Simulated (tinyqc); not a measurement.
Resistance of a tapered via with liner, size effect and interface: two steps of the calculation.

A round via whose diameter grows from db at the bottom as D(z) = db + 2 z/tan(ang). The fill, of diameter D - 2 tl, starts above the bottom liner (thickness fb tl) and has rho = rho0 (1 + ks lam/(D - 2 tl)); the sidewall liner conducts in parallel with it. The bottom liner and the interface are crossed over the full area pi db^2/4. Spreading in the lines above and below is left out.

Parameters, values chosen for the exercise; fill metal close to molybdenum:
- db = 25 nm (diameter at the bottom)
- hv = 56 nm (height)
- ang = 85 degrees (sidewall angle)
- rho0 = 5.43 uohm cm (bulk resistivity of the fill)
- lam = 11.2 nm (mean free path of the fill)
- ks = 1.3 (size-effect factor)
- tl = 0.2 nm (liner on the sidewall)
- fb = 0.7 (liner at the bottom over that on the sidewall)
- rl = 210 uohm cm (resistivity of the liner)
- ri = 9.9e-13 ohm cm^2 (interface resistivity at the bottom)
- Sb = 1.3e15 S/m^2 (ballistic conductance per area, about 3/(4 rho0 lam))

Question 1. Slices of the via. Slices between z0 = fb tl and hv, evaluated at their midpoints: conductance per length pi/4 [(D - 2 tl)^2/rho + (D^2 - (D - 2 tl)^2)/rl], slice resistance = slice height over that. 10 slices.

Give: z; D; rho; slice resistance.

Answer 1.

```
slice	z (nm)	D (nm)	rho (uohm cm)	slice resistance (ohm)
0	2.933	25.51	8.578	0.9661
1	8.519	26.49	8.460	0.8828
2	14.11	27.47	8.351	0.8097
3	19.69	28.45	8.249	0.7451
4	25.28	29.42	8.154	0.6878
5	30.86	30.40	8.065	0.6367
6	36.45	31.38	7.982	0.5910
7	42.03	32.36	7.904	0.5500
8	47.62	33.33	7.831	0.5131
9	53.21	34.31	7.761	0.4796
```

Question 2. Total resistance. R_fill = sum of the slices; R_bottom = rl fb tl/(pi db^2/4); R_interface = ri/(pi db^2/4); ballistic (Sharvin) limit 1/(Sb pi (db - 2 tl)^2/4); ideal cylinder rho0 hv/(pi db^2/4).

slice resistance, slice 0 to 9 (ohm): 0.96612282  0.88284433  0.80967728  0.74507149  0.68775973  0.63669849  0.59102252  0.55000981  0.51305427  0.47964424

Find: parts; R; shares; ballistic limit; ideal cylinder.

Answer 2.

parts (ohm): fill 6.862, bottom liner 0.5989, interface 0.2017
R = 7.663 ohm
shares (%): fill 89.55, bottom liner 7.82, interface 2.63
ballistic limit = 1.618 ohm
ideal cylinder = 6.195 ohm

The fill is the largest part, and R is 1.24 times the ideal cylinder. With 2000 slices R = 7.6652 ohm.

tinyqc, about 0.01 s, one thread, Intel Xeon 2.30GHz (shared host): `OMP_NUM_THREADS=1 python tinyqc.py 2750188 2750189 out.jsonl`
